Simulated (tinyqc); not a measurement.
Precursor delivery and alloy composition in metal-organic vapour-phase epitaxy. Changing the total flow. Computed by tinyqc, a small Python program. Command: `OMP_NUM_THREADS=1 python tinyqc.py 3012367 3012368 out.jsonl movpe sweep`. One thread of a shared host (Intel(R) Xeon(R) Processor @ 2.30GHz), about 0.01 s of CPU time with the checks.

Carrier gas leaves each bubbler saturated. Group-III species cross a boundary layer and react at the surface; element 2 can also desorb. The film is (1)_(1-x) (2)_x V with a zinc-blende cell.

Inputs (values chosen for the exercise, close to those used for InGaP from TEGa and TMIn):

| quantity | value | unit |
|---|---|---|
| source 1: a in log10(p/torr) = a - b/T | 8.08 | - |
| source 1: b | 2162 | K |
| source 1: bath temperature | 17 | C |
| source 1: carrier flow | 18 | sccm |
| source 2: a | 10.52 | - |
| source 2: b | 3014 | K |
| source 2: bath temperature | 24 | C |
| source 2: carrier flow | 110 | sccm |
| bubbler pressure p_b | 600 | torr |
| group-V hydride flow | 140 | sccm |
| reactor pressure p | 100 | torr |
| diffusivity D0 at 273.15 K and 760 torr | 0.41 | cm^2/s |
| boundary layer delta | 0.73 | cm |
| prefactor of the surface rate k_s | 6e+13 | cm/s |
| energy of k_s | 1.81 | eV |
| prefactor of the loss of element 2 | 1.5e+15 | layers/s |
| energy of the loss | 3.11 | eV |
| lattice constant a | 5.65 | angstrom |
| growth temperature T | 690 | C |

Constants: k_B = 1.380649e-23 J/K; k_B = 8.617333262e-05 eV/K.

Method:
- Temperatures in kelvin are T(C) + 273.15.
- Vapour pressure p_v = 10^(a - b/T); precursor flow = carrier flow x p_v/(p_b - p_v); 1 sccm = 44.615 micromol/min; V/III = hydride flow over the sum of both; gas share x_g = F2/(F1 + F2).
- Partial pressure p_i = p F_i/(44615 x total flow in slm); density n_i = p_i/(k_B T), 1 torr = 133.322 Pa; D = D0 (T/273.15)^1.75 (760/p), h = D/delta, the same for both; k_s = prefactor x exp(-energy/(k_B T)); arrival J_i = n_i/(1/h + 1/k_s); in layers per second g_i = J_i a^2/2 (two group-III sites per a^2 on (001)).
- Loss of element 2 is r x with r = prefactor x exp(-energy/(k_B T)). Then x = (g2 - r x)/(g1 + g2 - r x), or r x^2 - (g1 + g2 + r) x + g2 = 0, smaller root; growth rate G = g1/(1 - x) layers/s; one layer is a/2 thick, 1 angstrom/s = 0.36 um/h.
- Distribution coefficient = [x/(1 - x)]/[x_g/(1 - x_g)], x_g = g2/(g1 + g2).

One run for each value:

| total flow (slm) | growth rate G (um/h) | solid share x | distribution coefficient |
|---|---|---|---|
| 2.0 | 17.771 | 0.77256 | 0.99545 |
| 3.3 | 10.746 | 0.77204 | 0.99249 |
| 5.3 | 6.667 | 0.77123 | 0.98795 |
| 8.6 | 4.085 | 0.76989 | 0.98049 |
| 14.0 | 2.485 | 0.76767 | 0.96833 |
| 23.0 | 1.489 | 0.76391 | 0.94822 |
| 37.0 | 0.902 | 0.75789 | 0.91736 |
| 60.0 | 0.534 | 0.74756 | 0.86782 |

Over the rows, growth rate G (um/h) falls from 17.8 to 0.534 (exponent d ln y / d ln x -1.0 between the first rows and -1.1 between the last); solid share x falls from 0.773 to 0.748 (exponent d ln y / d ln x -0.0014 between the first rows and -0.028 between the last); distribution coefficient falls from 0.995 to 0.868 (exponent d ln y / d ln x -0.0059 between the first rows and -0.11 between the last). At the low end the exponent of growth rate G is -1.00, close to -1: more carrier dilutes the precursors at fixed delta. Slower growth leaves element 2 longer at the surface, so x drops with dilution.

Caution (rows 2.00): rates above some 15 um/h are beyond usual practice, and precursor depletion would cap them. Caution (all rows): the lattice constant is held fixed as x changes, delta does not respond to the flow, both precursors share one D and k_s, and gas-phase side reactions are left out.
